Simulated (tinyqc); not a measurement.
Inside a calculation. Method: exchange-only LDA atom on a uniform radial grid, spin-unpolarised, for Li+. Computed by tinyqc, a small Python program that keeps every step. Settings: Z = 3, points = 64, R = 6.8, functional = Slater exchange alone, mixing = 0.6, iteration cap = 75. Command: `OMP_NUM_THREADS=1 python tinyqc.py 26324 26325 out.jsonl` (the two numbers bound the seeds that draw the settings). One thread of a shared host (Intel(R) Xeon(R) Processor @ 2.60GHz), about 0.02 s of CPU time with the checks. Later iterations appear only in the table of the cycle.

## Iteration 1

Spherical atom on a uniform radial grid r_j = j h with h = R/(N + 1), h sum u^2 = 1 and integrals as h times sums, u(0) = u(R) = 0 (atomic units):
```
parameter,value
Z,3
points N,64
R,6.800000
h,0.104615
mixing,0.600000
electrons in 1s,2
```

Three-point differences turn -u''/2 + [l(l+1)/2r^2 - Z/r + V] u = e u into a tridiagonal matrix (diagonal 1/h^2 + potential, off-diagonal -1/2h^2). D = sum f u^2; the Hartree potential y/r solves y'' = -D/r with y(0) = 0, y(R) = N_e; v_xc comes from rho = D/(4 pi r^2); E = sum f e - int D V + int D (V_H/2 + eps_xc); V(new) = V + mixing (V_H + v_xc - V).

eigenvalues (hartree): 1s -4.394331

Every 4th grid point:
```
r,V in,u(1s),D,V_H,v_xc
0.418462,0.000000,1.234629,3.048616,3.892059,-1.097786
0.836923,0.000000,0.717687,1.030150,2.331799,-0.481686
1.255385,0.000000,0.312893,0.195804,1.588726,-0.211354
1.673846,0.000000,0.121256,0.029406,1.194501,-0.092738
2.092308,0.000000,0.044054,0.003881,0.955854,-0.040691
2.510769,0.000000,0.015365,0.000472,0.796566,-0.017854
2.929231,0.000000,0.005210,0.000054,0.682773,-0.007834
3.347692,0.000000,0.001731,0.000006,0.597426,-0.003437
3.766154,0.000000,0.000566,6.40e-07,0.531046,-0.001508
4.184615,0.000000,0.000183,6.68e-08,0.477941,-0.000662
4.603077,0.000000,0.000058,6.83e-09,0.434492,-0.000290
5.021538,0.000000,0.000019,6.86e-10,0.398284,-0.000127
5.440000,0.000000,0.000006,6.80e-11,0.367647,-0.000056
5.858462,0.000000,1.82e-06,0,0.341387,-0.000024
6.276923,0.000000,5.38e-07,0,0.318627,0.000000
6.695385,0.000000,7.82e-08,0,0.298713,0.000000
```

total energy = -6.65794591 hartree

## Iteration 2

As before.

eigenvalues (hartree): 1s -2.831779

Every 4th grid point:
```
r,V in,u(1s),D,V_H,v_xc
0.418462,1.676564,1.181897,2.793763,3.698427,-1.066301
0.836923,1.110068,0.777472,1.208926,2.295133,-0.508078
1.255385,0.826423,0.396762,0.314840,1.583023,-0.247609
1.673846,0.661058,0.183242,0.067155,1.193686,-0.122125
2.092308,0.549097,0.080288,0.012892,0.955742,-0.060713
2.510769,0.467227,0.034066,0.002321,0.796551,-0.030358
2.929231,0.404963,0.014146,0.000400,0.682771,-0.015247
3.347692,0.356393,0.005784,0.000067,0.597426,-0.007684
3.766154,0.317722,0.002338,0.000011,0.531046,-0.003883
4.184615,0.286368,0.000936,1.75e-06,0.477941,-0.001966
4.603077,0.260521,0.000372,2.77e-07,0.434492,-0.000998
5.021538,0.238894,0.000147,4.32e-08,0.398284,-0.000507
5.440000,0.220555,0.000058,6.65e-09,0.367647,-0.000257
5.858462,0.204817,0.000022,9.93e-10,0.341387,-0.000130
6.276923,0.191176,0.000008,1.27e-10,0.318627,-0.000063
6.695385,0.179228,1.29e-06,0,0.298713,-0.000018
```

total energy = -6.80005713 hartree

## Iteration 3

As before.

eigenvalues (hartree): 1s -2.315503

Every 4th grid point:
```
r,V in,u(1s),D,V_H,v_xc
0.418462,2.249901,1.160209,2.692171,3.624902,-1.053217
0.836923,1.516261,0.792931,1.257478,2.277919,-0.514790
1.255385,1.131818,0.426758,0.364244,1.579651,-0.259936
1.673846,0.907360,0.209590,0.087856,1.193078,-0.133568
2.092308,0.756657,0.098169,0.019274,0.955637,-0.069422
2.510769,0.646607,0.044698,0.003996,0.796534,-0.036385
2.929231,0.562500,0.019978,0.000798,0.682768,-0.019192
3.347692,0.496403,0.008813,0.000155,0.597426,-0.010175
3.766154,0.443387,0.003851,0.000030,0.531046,-0.005416
4.184615,0.400132,0.001670,0.000006,0.477941,-0.002892
4.603077,0.364305,0.000720,1.04e-06,0.434492,-0.001549
5.021538,0.334224,0.000308,1.90e-07,0.398284,-0.000831
5.440000,0.308656,0.000131,3.45e-08,0.367647,-0.000446
5.858462,0.286681,0.000055,6.04e-09,0.341387,-0.000237
6.276923,0.267609,0.000021,8.85e-10,0.318627,-0.000119
6.695385,0.250908,3.52e-06,2.48e-11,0.298713,-0.000035
```

total energy = -6.81550080 hartree

## Convergence

Stop when input and output potentials agree to 1e-7.

Course of the cycle (hartree):
```
iteration,E,e(1s),largest |V(out) - V(in)|
1,-6.65794591,-4.394331,3.69e+00
2,-6.80005713,-2.831779,1.12e+00
3,-6.81550080,-2.315503,3.37e-01
4,-6.81679532,-2.142886,1.11e-01
5,-6.81689874,-2.083396,3.94e-02
6,-6.81690803,-2.062156,1.47e-02
7,-6.81690905,-2.054336,5.60e-03
8,-6.81690919,-2.051390,2.16e-03
9,-6.81690921,-2.050262,8.46e-04
10,-6.81690921,-2.049825,3.32e-04
11,-6.81690921,-2.049655,1.31e-04
12,-6.81690921,-2.049588,5.15e-05
13,-6.81690921,-2.049562,2.03e-05
14,-6.81690921,-2.049552,8.02e-06
15,-6.81690921,-2.049548,3.16e-06
16,-6.81690921,-2.049546,1.25e-06
17,-6.81690921,-2.049546,4.93e-07
18,-6.81690921,-2.049546,1.95e-07
19,-6.81690921,-2.049545,7.69e-08
```

Converged in 19 iterations. A uniform grid resolves the cusp poorly: for a bare nucleus this grid gives 1s at -4.39433 against -Z^2/2 = -4.5 hartree. Before convergence this energy mixes input and output and is not variational, so it may rise towards its limit.
